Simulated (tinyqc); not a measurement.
Finite line against the semi-infinite law: electromigration in a confined line: Blech product, Korhonen stress evolution and Black's law. Computed by tinyqc, a small Python program. Command: `OMP_NUM_THREADS=1 python tinyqc.py 3015862 3015863 out.jsonl emigr walk`. One thread of a shared host (Intel(R) Xeon(R) Processor @ 2.30GHz), about 0.01 s of CPU time with the checks.

The electron wind pushes atoms from the cathode (x = 0) to the anode (x = L); blocking ends build a back stress (tension positive). The input rho is taken not to change with temperature. d sigma/dt = d/dx [kappa (d sigma/dx + G)], with zero flux at both ends and sigma = 0 at t = 0.

Inputs (values chosen for the exercise, close to those used for copper lines):
```
quantity                      value          unit
resistivity rho                2.43  micro-ohm cm
atomic volume Omega            11.8    angstrom^3
effective charge number Z*      1.1             -
prefactor D0                5.8e-08         m^2/s
activation energy E           0.896            eV
effective modulus B              30           GPa
critical stress sigma_c         140           MPa
current density j               3.4       MA/cm^2
line length L                    35            um
test temperature T              240             C
```

Start: stress-free.

Constants: e = 1.602176634e-19 C; k_B = 8.617333262e-05 eV/K; k_B = 1.380649e-23 J/K.

Method:
- G = Z* e rho j/Omega; D = D0 exp(-E/(k_B T)); kappa = D B Omega/(k_B T); drift velocity of an unconfined line v = D Z* e rho j/(k_B T). SI: 1 micro-ohm cm = 1e-8 ohm m, 1 MA/cm^2 = 1e10 A/m^2.
- Temperatures in kelvin are T(C) + 273.15.
- At steady state sigma(x) = G (L/2 - x). A void forms only if the cathode stress reaches sigma_c, that is if j L exceeds (j L)_c = 2 Omega (sigma_c)/(Z* e rho). Time scale tau = L^2/kappa.
- sigma(x, t) = G L [1/2 - x/L - 4 sum_(m odd) cos(m pi x/L) exp(-m^2 pi^2 s)/(m pi)^2], s = t/tau, summed to m = 399.
- Semi-infinite line: sigma(0, t) = 2 G L sqrt(s/pi). One-term form: keep m = 1 alone.

tau = 74.0588 h

stress gradient G = 12.3397 MPa/um

Cathode stress (MPa):
```
s           t (h)  full series  semi-infinite  one term
0.002  1.4812e-01        21.79          21.79     44.33
0.005  3.7029e-01        34.46          34.46     49.33
0.01   7.4059e-01        48.73          48.73     57.36
0.02   1.4812e+00        68.92          68.92     72.26
0.05   3.7029e+00       108.86         108.97    109.08
0.1    7.4059e+00       150.70         154.11    150.71
0.2    1.4812e+01       191.63         217.94    191.63
0.4    2.9624e+01       212.57         308.22    212.57
0.8    5.9247e+01       215.88         435.89    215.88
```

Among these rows the semi-infinite law holds to 1 % up to s = 0.05 and the one-term form from s = 0.05 on: the far end is felt once sqrt(kappa t) is no longer small against L, and by then the terms with m > 1 have nearly died out. The critical stress 140 MPa is passed between s = 0.05 and 0.1. Caution: rows beyond sigma_c are formal, since a void ends the model there.
